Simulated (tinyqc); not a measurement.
Ion-assisted plasma etching: sheath, surface coverage, synergy and aspect-ratio dependence: one step, computed by the program tinyqc.

Radicals adsorb on bare sites; ions remove covered sites with a high yield and bare sites by sputtering; a slow spontaneous reaction acts everywhere, walls included.

Task: Rate at the floor of the feature. Transmission of a round hole: K = 1/(1 + 3A/4), walls that scatter diffusely without loss. With a loss probability S = s (1 - theta) at the floor, G_b/G_n = K/(K + S - K S); theta follows G_b, and the two are solved together. Ions are taken to reach the floor unshadowed; G_b replaces G_n in every term of the rate; A is depth over diameter. Steady coverage: s G_n (1 - theta) = x Y G_i theta; removal flux = Y G_i theta + Y_p G_i (1 - theta) + k_c G_n; rate = flux/N, 1 cm/s = 6e8 nm/min.

Inputs (values chosen for the exercise, close to those used for silicon in a halogen plasma):
```
quantity,value,unit
gas temperature T_g,500,K
sticking coefficient s,0.18,-
radicals per removed unit x,3,-
spontaneous reaction probability k_c,8.2e-05,-
solid density N,5e+22,1/cm^3
aspect ratio A,1.9,-
```

Feature: round hole.

yield Y = 2.776206

sputter yield Y_p = 0.1050219

ion flux G_i = 2.267063e+16 1/(cm^2 s)

radical flux G_n = 2.866931e+16 1/(cm^2 s)

vertical rate = 47.93183 nm/min

Give: transmission K; G_b/G_n; coverage at the floor; rate at the floor; floor rate over open-field rate.

Result:

transmission K = 0.4124

G_b/G_n = 0.7994

coverage at the floor = 0.02138

rate at the floor = 44.13 nm/min

floor rate over open-field rate = 0.9207

The lag is 7.9 %.
